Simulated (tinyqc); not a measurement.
Solubility, supersaturation, precipitation and gettering of an impurity in a silicon-like host: one step, computed by the program tinyqc.

The wafer was saturated at T1 and is then held at T.

Task: Denuded zone. Near a surface held at C_eq(T) the excess decays by out-diffusion over sqrt(D t) and by capture over L_s = sqrt(D tau_f) = (4 pi n r_f)^(-1/2); the shorter length sets the depth from which the surface draws.

Inputs (values chosen for the exercise, modelled on gold in silicon):
```
quantity                      value        unit
temperature of saturation T1   1375           K
anneal temperature T            934           K
anneal time t                  2100           s
wafer thickness w               775  micrometre
```

Gettering: relaxation gettering at sinks.

D(T) = 1.156021e-10 cm^2/s

tau_f = 11839.05 s

Give: sqrt(D t); capture length L_s; L_s/w.

Result:

sqrt(D t) = 4.9271 micrometre

capture length L_s = 11.699 micrometre

L_s/w = 0.015095

In the time given a surface draws only from within about sqrt(D t), which is shorter than L_s; in a longer anneal the sinks would keep this depth to about L_s. Caution: the barrier to homogeneous nucleation is below 35 k_B T for these inputs, so new precipitates would form and outnumber the fixed sinks assumed here.
